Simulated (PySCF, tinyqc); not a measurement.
RHF in the sto-6g basis, for Be, spin multiplicity 1, step by step. This run ends on a higher stationary point, not on the lowest solution. The lowest restricted solution is unstable here: a spin-polarised one lies 0.0017 hartree lower (PySCF). One step of it, computed by the program tinyqc.

Problem. Iteration 2: diagonalisation and new density. Diagonalise F' = X^T F X, C = X C', fill 2 alpha and 2 beta electrons from the bottom; D = 2 C_occ C_occ^T; the new density keeps 0.3 of the old one (damping). Each column has its largest component positive (the first on a tie).

Fock matrix F (hartree):
```
            1Be 1s     1Be 2s   1Be 2px   1Be 2py    1Be 2pz
1Be 1s   -4.866748  -1.263107  0.000000  0.000000   0.000000
1Be 2s   -1.263107  -0.361955  0.000000  0.000000   0.000000
1Be 2px   0.000000   0.000000  0.162465  0.000000   0.000000
1Be 2py   0.000000   0.000000  0.000000  0.063817   0.000000
1Be 2pz   0.000000   0.000000  0.000000  0.000000  -0.166362
```

X:
```
            1Be 1s     1Be 2s   1Be 2px   1Be 2py   1Be 2pz
1Be 1s    1.025557  -0.132829  0.000000  0.000000  0.000000
1Be 2s   -0.132829   1.025557  0.000000  0.000000  0.000000
1Be 2px   0.000000   0.000000  1.000000  0.000000  0.000000
1Be 2py   0.000000   0.000000  0.000000  1.000000  0.000000
1Be 2pz   0.000000   0.000000  0.000000  0.000000  1.000000
```

D after iteration 1:
```
            1Be 1s     1Be 2s   1Be 2px   1Be 2py   1Be 2pz
1Be 1s    1.414474  -0.029625  0.000000  0.000000  0.000000
1Be 2s   -0.029625   0.000620  0.000000  0.000000  0.000000
1Be 2px   0.000000   0.000000  0.000000  0.000000  0.000000
1Be 2py   0.000000   0.000000  0.000000  0.600000  0.000000
1Be 2pz   0.000000   0.000000  0.000000  0.000000  2.000000
```

overlap S:
```
           1Be 1s    1Be 2s   1Be 2px   1Be 2py   1Be 2pz
1Be 1s   1.000000  0.254764  0.000000  0.000000  0.000000
1Be 2s   0.254764  1.000000  0.000000  0.000000  0.000000
1Be 2px  0.000000  0.000000  1.000000  0.000000  0.000000
1Be 2py  0.000000  0.000000  0.000000  1.000000  0.000000
1Be 2pz  0.000000  0.000000  0.000000  0.000000  1.000000
```

Give: F' = X^T F X; orbital energies; coefficients C; D after iteration 2.

Solution.

F' = X^T F X (hartree):
```
         1        2       3       4        5
1  -4.7809  -0.6385  0.0000  0.0000   0.0000
2  -0.6385  -0.1224  0.0000  0.0000   0.0000
3   0.0000   0.0000  0.1625  0.0000   0.0000
4   0.0000   0.0000  0.0000  0.0638   0.0000
5   0.0000   0.0000  0.0000  0.0000  -0.1664
```

orbital energies (hartree): MO1 -4.8669, MO2 -0.1664, MO3 -0.0365, MO4 0.0638, MO5 0.1625

coefficients C:
```
            MO1     MO2      MO3     MO4     MO5
1Be 1s   0.9987  0.0000  -0.2684  0.0000  0.0000
1Be 2s   0.0051  0.0000   1.0341  0.0000  0.0000
1Be 2px  0.0000  0.0000   0.0000  0.0000  1.0000
1Be 2py  0.0000  0.0000   0.0000  1.0000  0.0000
1Be 2pz  0.0000  1.0000   0.0000  0.0000  0.0000
```

D after iteration 2:
```
          1Be 1s   1Be 2s  1Be 2px  1Be 2py  1Be 2pz
1Be 1s    1.8206  -0.0017   0.0000   0.0000   0.0000
1Be 2s   -0.0017   0.0002   0.0000   0.0000   0.0000
1Be 2px   0.0000   0.0000   0.0000   0.0000   0.0000
1Be 2py   0.0000   0.0000   0.0000   0.1800   0.0000
1Be 2pz   0.0000   0.0000   0.0000   0.0000   2.0000
```
